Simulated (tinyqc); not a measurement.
Raising U: Hubbard chain of 6 sites, mean field against exact. Computed by the program tinyqc. 

one-body matrix (hopping and site energies) (eV):
```
,1,2,3,4,5,6
1,-0.0600,-0.8000,0.0000,0.0000,0.0000,0.0000
2,-0.8000,0.4600,-0.8000,0.0000,0.0000,0.0000
3,0.0000,-0.8000,0.5400,-0.8000,0.0000,0.0000
4,0.0000,0.0000,-0.8000,0.2400,-0.8000,0.0000
5,0.0000,0.0000,0.0000,-0.8000,-0.4200,-0.8000
6,0.0000,0.0000,0.0000,0.0000,-0.8000,0.3900
```

electrons, up and down: 3  3

Collinear unrestricted mean field (the lowest of 40 random starts) against exact diagonalisation.

Exact and mean-field results (eV):
```
U,U/t,E exact,E mean field,mean |n_up - n_down|,"double occupancy, exact",first gap in the sector
0.400,0.500,-4.07032,-4.04627,0.000,0.243,0.666
0.800,1.000,-3.51907,-3.41908,0.000,0.217,0.590
1.600,2.000,-2.59743,-2.21274,0.355,0.168,0.475
2.400,3.000,-1.89403,-1.34579,0.650,0.126,0.391
3.200,4.000,-1.36926,-0.78719,0.792,0.094,0.327
4.800,6.000,-0.68264,-0.16759,0.906,0.054,0.240
6.400,8.000,-0.27385,0.15613,0.947,0.034,0.187
9.600,12.000,0.17460,0.48503,0.977,0.016,0.128
16.000,20.000,0.55611,0.75035,0.992,0.006,0.078
```

In absolute terms mean field is worst at U/t = 4.0, 0.582 eV too high: at small U it is nearly exact, and at large U it misses only exchange-scale energies. Its local moments set in at U/t = 2.0 of those listed, a broken symmetry that the exact state of a finite cluster with equal spins does not have. Relative to the exact energy its error is 0.6 % at the smallest U, 178 % at most and 35 % at the largest. The double occupancy falls from 0.243 to 0.006.
